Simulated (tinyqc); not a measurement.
From image to dissolution rate: chemically amplified photoresist: aerial image, acid generation, bake, development and line width. Computed by tinyqc, a small Python program. Command: `OMP_NUM_THREADS=1 python tinyqc.py 3021263 3021264 out.jsonl resist walk`. One thread of a shared host (Intel(R) Xeon(R) Processor @ 2.30GHz), about 0.03 s of CPU time with the checks.

Lines and spaces of pitch p with a two-beam-like image; x = 0 is the middle of the bright space. The resist is positive and treated as uniform in depth.

Inputs (values chosen for the exercise, for a model resist at 13.5 nm):

| quantity | value | unit |
|---|---|---|
| pitch p | 37 | nm |
| image contrast c | 0.55 | - |
| mean dose E | 5.16 | mJ/cm^2 |
| Dill parameter C | 0.034 | cm^2/mJ |
| quencher load q, relative to the acid generator | 0.095 | - |
| acid diffusivity D | 0.12 | nm^2/s |
| bake time t | 60 | s |
| amplification rate k_amp | 0.07 | 1/s |
| threshold protection m_th | 0.64 | - |
| development selectivity n | 20 | - |
| largest rate r_max | 720 | nm/s |
| smallest rate r_min | 0.065 | nm/s |

Method:
- Dose E(x) = E [1 + c cos(2 pi x/p)]; acid h = 1 - exp(-C E(x)).
- Bake: the acid image is blurred by a Gaussian of variance sigma^2 = 2 D t (each Fourier term k of h, taken on 64 points, is multiplied by exp(-4 pi^2 k^2 D t/p^2)).
- The quencher then removes q, h_eff = max(h_blurred - q, 0); protection m = exp(-k_amp t h_eff).
- Mack rate r = r_max (a + 1)(1 - m)^n/(a + (1 - m)^n) + r_min, a = ((n + 1)/(n - 1))(1 - m_th)^n.

Across half a pitch:

| x/p | x (nm) | dose (mJ/cm^2) | blurred acid | protection m | rate (nm/s) |
|---|---|---|---|---|---|
| 0.00 | 0.00 | 7.9980 | 0.22397 | 0.5818 | 6.8246e+02 |
| 0.05 | 1.85 | 7.8591 | 0.22091 | 0.5893 | 6.6719e+02 |
| 0.10 | 3.70 | 7.4560 | 0.21198 | 0.6118 | 5.7840e+02 |
| 0.15 | 5.55 | 6.8281 | 0.19793 | 0.6490 | 2.5401e+02 |
| 0.20 | 7.40 | 6.0370 | 0.18000 | 0.6998 | 1.6899e+01 |
| 0.25 | 9.25 | 5.1600 | 0.15981 | 0.7617 | 2.3489e-01 |
| 0.30 | 11.10 | 4.2830 | 0.13930 | 0.8302 | 6.5193e-02 |
| 0.35 | 12.95 | 3.4919 | 0.12051 | 0.8984 | 6.5000e-02 |
| 0.40 | 14.80 | 2.8640 | 0.10541 | 0.9572 | 6.5000e-02 |
| 0.45 | 16.65 | 2.4609 | 0.09563 | 0.9974 | 6.5000e-02 |
| 0.50 | 18.50 | 2.3220 | 0.09224 | 1.0000 | 6.5000e-02 |

What does the comparison show, and why?

The dose varies by a factor 3.44 across the pattern and the rate by 10500.

Extremes, crossings and ranges named in words are read from the listed rows.
